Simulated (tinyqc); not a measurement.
What moves the results: two-dimensional electron gas with Rashba and Dresselhaus coupling. A value that a table varies takes the place of the one given here.

H = c k^2/m + al (ky sx - kx sy) + b1 (kx sx - ky sy) + gam kx ky (kx sy - ky sx), s the Pauli matrices, x = [100], c = hbar^2/2m0, b1 = gam (pi/L)^2 (hard walls). H = c k^2/m + B.s, so E = c k^2/m -/+ |B| and the lower state has its spin along -B.

Constants: hbar^2/2m0 = 3.80998211 eV angstrom^2.

Parameters, chosen for this exercise (of the size met in InGaAs; the results hold for these values, not for the real material): m = 0.0396 m0 (mass); al = 0.18 eV angstrom (Rashba constant); gam = 25.7 eV angstrom^3 (bulk Dresselhaus constant); L = 212 angstrom (width of the (001) well); n = 8.9 1e11/cm^2 (sheet density (one subband filled)).

## Splitting and spin direction around the circle

At |k| = k0 = sqrt(2 pi n), 1e11/cm^2 = 1e-5/angstrom^2.

Around the circle:
```
phi (deg)  Bx (meV)  By (meV)  splitting (meV)  lower spin (deg)
0.0          0.1335   -4.2565           8.5173              91.8
22.5         1.7062   -3.8726           8.4636             113.8
45.0         2.9840   -2.9840           8.4402             135.0
67.5         3.8726   -1.7062           8.4636             156.2
90.0         4.2565   -0.1335           8.5173             178.2
112.5        3.9925    1.5516           8.5667            -158.8
135.0        3.0356    3.0356           8.5860            -135.0
157.5        1.5516    3.9925           8.5667            -111.2
```

How do the results move?

The splitting runs from 8.4402 meV at 45 to 8.5860 meV at 135 degrees. Along [110] it is 2 k |al + b1 - 2 b3| and along [-110] 2 k |al - b1 + 2 b3|, b3 = gam k^2/4. From 0 to 90 degrees the spin turns with k (+86 degrees), the sense of the Rashba term.

## What each parameter does

Splittings 2|B| at k0 = sqrt(2 pi n) along [100], [110] and [-110], and E0 = c k0^2/m; 1e11/cm^2 = 1e-5/angstrom^2. Each row changes one parameter from the base and keeps the others.

Results:
```
case                       [100] (meV)  [110] (meV)  [-110] (meV)  E0 (meV)
base                            8.5173       8.4402        8.5860     53.80
m = 0.04356 m0                  8.5173       8.4402        8.5860     48.91
al = 0.216 eV angstrom         10.2192      10.1428       10.2886     53.80
gam = 30.84 eV angstrom^3       8.5191       8.4256        8.6006     53.80
L = 232 angstrom                8.5160       8.3961        8.6301     53.80
n = 13.35 1e11/cm^2            10.4315      10.1289       10.7238     80.70
```

What does this show?

The largest shifts from the base row, up to three for each result and ties (the steps differ in size, so this ranks the rows, not the parameters). [100] (meV): n +1.9142, al +1.7019, gam +0.0018; unchanged at the printed digits by m. [110] (meV): al +1.7026, n +1.6888, L -0.0440; unchanged at the printed digits by m. [-110] (meV): n +2.1378, al +1.7026, L +0.0440; unchanged at the printed digits by m. E0 (meV): n +26.90, m -4.89; unchanged at the printed digits by al, gam and L.

(tinyqc, `OMP_NUM_THREADS=1 python tinyqc.py 1451289 1451290 out.jsonl`, Intel(R) Xeon(R) Processor @ 2.30GHz, 1 thread, shared host, about 0.01 s.)
